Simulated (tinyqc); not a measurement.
Electron-beam lithography: double-Gaussian proximity function, edge placement and dose correction for parallel lines: one step, computed by the program tinyqc. Command: `OMP_NUM_THREADS=1 python tinyqc.py 3111220 3111221 out.jsonl proximity walk`. One thread of a shared host (Intel(R) Xeon(R) Processor @ 2.30GHz), about 0.01 s of CPU time with the checks.

Lines are infinitely long. Absorbed energy is counted so that the middle of a very large area written at dose 1 receives 1; the resist develops where it exceeds 1/2.

Task: Interaction matrix. f(r) = [exp(-r^2/alpha^2)/alpha^2 + eta exp(-r^2/beta^2)/beta^2]/(pi (1 + eta)). A line from a to b at dose d gives E(x) = d [S(alpha) + eta S(beta)]/(1 + eta), S(s) = [erf((b - x)/s) - erf((a - x)/s)]/2. M_ij is the mean of E at the two edges of line i from line j at dose 1.

Inputs (values chosen for the exercise, of the order of those for 50 keV electrons in resist on silicon): forward range alpha = 0.018 micrometre; backscatter range beta = 10 micrometre; backscatter ratio eta = 1.

Lines (micrometre):
```
line  left edge  right edge  centre
1         0.000       0.049  0.0245
2         0.199       0.236  0.2175
3         0.436       6.536  3.4860
4         6.736       6.856  6.7960
```

Give: M.

Result:

M:
```
        1       2       3       4
1  0.2514  0.0010  0.1491  0.0021
2  0.0014  0.2501  0.1509  0.0022
3  0.0011  0.0009  0.4029  0.0028
4  0.0009  0.0007  0.1506  0.2534
```
